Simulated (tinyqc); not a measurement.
Retention against temperature.

Retention: filled traps are spread evenly in depth from E1 to E2, and each empties at the rate nu exp(-E/kB T). The share left is the mean of exp(-nu t exp(-E/kB T)) = [kB T/(E2 - E1)] [E1x(nu t exp(-E2/kB T)) - E1x(nu t exp(-E1/kB T))], E1x the exponential integral; traps shallower than about Ed = kB T ln(nu t) are empty. t = 3.15576e8 s; the last column is the bake time at 523 K with the same Ed.

Inputs (values chosen for the exercise): shallowest trap depth E1 = 0.83 eV; deepest trap depth E2 = 1.9 eV; attempt frequency nu = 1e12 1/s.

Constants: q = 1.602176634e-19 C, kB = 1.380649e-23 J/K, Vt = kB T/q. Results are converted to the units shown.

Results:
```
T (K),Ed (eV),share left,equivalent bake at 523 K (s)
300,1.2202,0.62135,0.57355
358,1.4562,0.39817,107.62
378,1.5375,0.32121,654.33
398,1.6188,0.24426,3978.3
423,1.7205,0.14831,37982
448,1.8222,0.056519,3.6263e5
```

Estimate the missing row, T = 328 K.

Computed row:
```
T (K),Ed (eV),share left,equivalent bake at 523 K (s)
328,1.3341,0.51361,7.1785
```

With this row back in the table: The share left falls from 0.621 to 0.0565. Apart from the width of the edge only the product T ln(nu t) counts, so ten years at 358 K equal 108 s at 523 K; no single activation energy describes the loss, since Ed itself moves.

tinyqc, about 0.02 s, one thread, Intel Xeon 2.30GHz (shared host): `OMP_NUM_THREADS=1 python tinyqc.py 2130131 2130132 out.jsonl`
